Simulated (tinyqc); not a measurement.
Abrupt p-n junction, non-linear Poisson equation by Newton steps: one step of the calculation.

One dimension, p side on the left, n side on the right; net doping C = -Na for x < 0 and +Nd for x > 0. The potential psi is counted from the intrinsic level, and the quasi-Fermi potentials are flat: 0 for holes and -V for electrons, so n = ni exp((psi + V)/Vt) and p = ni exp(-psi/Vt) (Boltzmann statistics, full ionisation, no current). Under reverse bias this makes the minority densities vanishingly small everywhere; they play no part in the charge.

Task. Newton step. Solve the tridiagonal system a_(i-1) d_(i-1) + b_i d_i + a_i d_(i+1) = -F_i for nodes 1 to 8, with d = 0 on fixed nodes. Each component d is damped to sign(d) Vt ln(1 + |d|/Vt) before it is added.

Parameters, values chosen for the exercise:
```
symbol  value  unit      meaning
T         293     K  temperature
```

Constants: q = 1.602176634e-19 C, kB = 1.380649e-23 J/K, Vt = kB T/q. Results are converted to the units shown.

```
interval,coupling a_i (F/cm^2)
0,8.4852633e-7
1,1.0285168e-6
2,1.2478328e-6
3,1.5220203e-6
4,1.8513302e-6
5,7.0465855e-7
6,2.6725239e-7
7,1.0212955e-7
8,3.8569379e-8
```

```
node,diagonal b (F/cm^2),residual F (C/cm^2)
1,-2.8185484e-6,-2.0429798e-7
2,-2.3965602e-6,-1.8504434e-7
3,-2.7910948e-6,-1.5411377e-7
4,-3.3782936e-6,-1.2682366e-7
5,-2.5588585e-6,1.0140937e-8
6,-9.7240751e-7,2.6533768e-8
7,-3.6938293e-7,6.9545706e-8
8,-1.4069893e-7,1.8355417e-7
```

```
node,psi at the start (V)
0,-0.4788950
1,-0.4218037
2,-0.3747035
3,-0.3358814
4,-0.3040530
5,-0.2778862
6,-0.2091388
7,-0.0278740
8,0.4464593
9,1.7024673
```

Wanted: Newton step d, before damping; psi after iteration 1.

Result.

```
node,"Newton step d, before damping (V)"
1,-0.218
2,-0.400
3,-0.440
4,-0.377
5,-0.259
6,0.038
7,0.721
8,1.828
```

```
node,psi after iteration 1 (V)
0,-0.479
1,-0.479
2,-0.446
3,-0.409
4,-0.374
5,-0.339
6,-0.186
7,0.058
8,0.555
9,1.702
```

tinyqc, about 0.03 s, one thread, Intel Xeon 2.30GHz (shared host): `OMP_NUM_THREADS=1 python tinyqc.py 2000010 2000011 out.jsonl`
